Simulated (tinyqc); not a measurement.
# Gate-all-around wire with two subbands, quantum capacitance, step by step

Program tinyqc, `OMP_NUM_THREADS=1 python tinyqc.py 2200048 2200049 out.jsonl`; Intel Xeon 2.30GHz, shared host, one thread, about 0.01 s. Printed values are rounded.

phi is the Fermi level above the lowest subband edge, in volts; Vg is counted from the gate voltage at which an empty wire would have phi = 0. Both directions of motion are filled (equilibrium).

Values chosen for this exercise:
- T = 400 K (temperature)
- eox = 21.7 (relative permittivity of the gate insulator (close to hafnium oxide))
- tox = 3.6 nm (insulator thickness)
- md = 0.24 m0 (mass along the wire)
- gv = 4 (valley degeneracy)
- E2 = 0.23 eV (second subband above the first)
- g2 = 2 (orbital degeneracy of the second subband)
- rw = 3.1 nm (radius of the wire)
- Vg = 0.25 V (gate voltage)

Constants: q = 1.602176634e-19 C, kB = 1.380649e-23 J/K, hbar = 1.054571817e-34 J s, m0 = 9.1093837015e-31 kg, Vt = kB T/q, eps0 = 8.8541878128e-14 F/cm where lengths are in cm. Results are converted to the units shown.

## Gate capacitance

Cox = 2 pi eps0 eox/ln(1 + tox/rw) per length.

Cox = 15.6639 pF/cm

## Starting value

phi = 0.01 V.

phi at the start = 0.01 V

## Iteration 1: new phi

N1 = gv sqrt(2 md m0 kB T/(pi hbar^2)); n1 = N1 F(phi/Vt), n2 = g2 N1 F((phi - E2)/Vt), n = n1 + n2, F(e) = (1/sqrt(pi)) int_0^infinity u^(-1/2) du/(1 + exp(u - e)); Cq = q dn/dphi = (q N1/Vt) [F'(phi/Vt) + g2 F'((phi - E2)/Vt)]. Newton: f = phi + q (n)/Cox - Vg, phi(new) = phi - f/(1 + (Cq)/Cox).

n1 = 7.56915e6 cm^-1
n2 = 35520.5 cm^-1
Cq = 20.2294 pF/cm
f = -0.162216 V
phi after iteration 1 = 0.0807913 V

## Iteration 2: new phi

As before.

n1 = 1.68758e7 cm^-1
n2 = 2.74729e5 cm^-1
Cq = 20.7519 pF/cm
f = 0.00621476 V
phi after iteration 2 = 0.0781181 V

## Course of the iteration

Stop when the step is below 1e-10 V, or after 40 iterations.

Course of the iteration:
```
iteration  phi before the step (V)  step (V)
1                             0.01    0.0708
2                        0.0807913  -2.67e-3
3                        0.0781181   4.73e-6
4                        0.0781228  1.51e-11
```

Converged in 4 iterations.

## Charge and capacitances at the solution

converged phi = 0.0781228 V

N1 = gv sqrt(2 md m0 kB T/(pi hbar^2)); n1 = N1 F(phi/Vt), n2 = g2 N1 F((phi - E2)/Vt), n = n1 + n2, F(e) = (1/sqrt(pi)) int_0^infinity u^(-1/2) du/(1 + exp(u - e)); Cq = q dn/dphi = (q N1/Vt) [F'(phi/Vt) + g2 F'((phi - E2)/Vt)]. 1/C_G = 1/Cox + 1/(Cq); dphi/dVg = Cox/(Cox + Cq).

n = 1.68038e7 cm^-1
Cq = 20.8817 pF/cm
C_G = 8.95015 pF/cm
dphi/dVg = 0.428613

Cq is 1.33 times Cox, so C_G is 57.1 % of Cox; 31.2 % of the gate voltage has gone into phi.
